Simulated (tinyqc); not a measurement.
Inside a calculation. Method: sp3 tight binding, zinc-blende lattice. One step of it, computed by the program tinyqc.

Problem. Levels at X. Diagonalise the Hermitian matrix.

H(k) at X (eV):
```
                     a s                a px                a py                a pz
a s           -13.690000            0.000000            0.000000            0.000000
a px            0.000000           -6.250000            0.000000            0.000000
a py            0.000000            0.000000           -6.250000            0.000000
a pz            0.000000            0.000000            0.000000           -6.250000
c s             0.000000  0.000000+4.323492i            0.000000            0.000000
c px  0.000000-4.323492i            0.000000            0.000000            0.000000
c py            0.000000            0.000000            0.000000  0.000000-5.494286i
c pz            0.000000            0.000000  0.000000-5.494286i            0.000000

                     c s                c px                c py                c pz
a s             0.000000  0.000000+4.323492i            0.000000            0.000000
a px  0.000000-4.323492i            0.000000            0.000000            0.000000
a py            0.000000            0.000000            0.000000  0.000000+5.494286i
a pz            0.000000            0.000000  0.000000+5.494286i            0.000000
c s           -13.690000            0.000000            0.000000            0.000000
c px            0.000000           -6.250000            0.000000            0.000000
c py            0.000000            0.000000           -6.250000            0.000000
c pz            0.000000            0.000000            0.000000           -6.250000
```

Give: eigenvalues.

Solution.

eigenvalues (eV): -15.6736  -15.6736  -11.7443  -11.7443  -4.2664  -4.2664  -0.7557  -0.7557
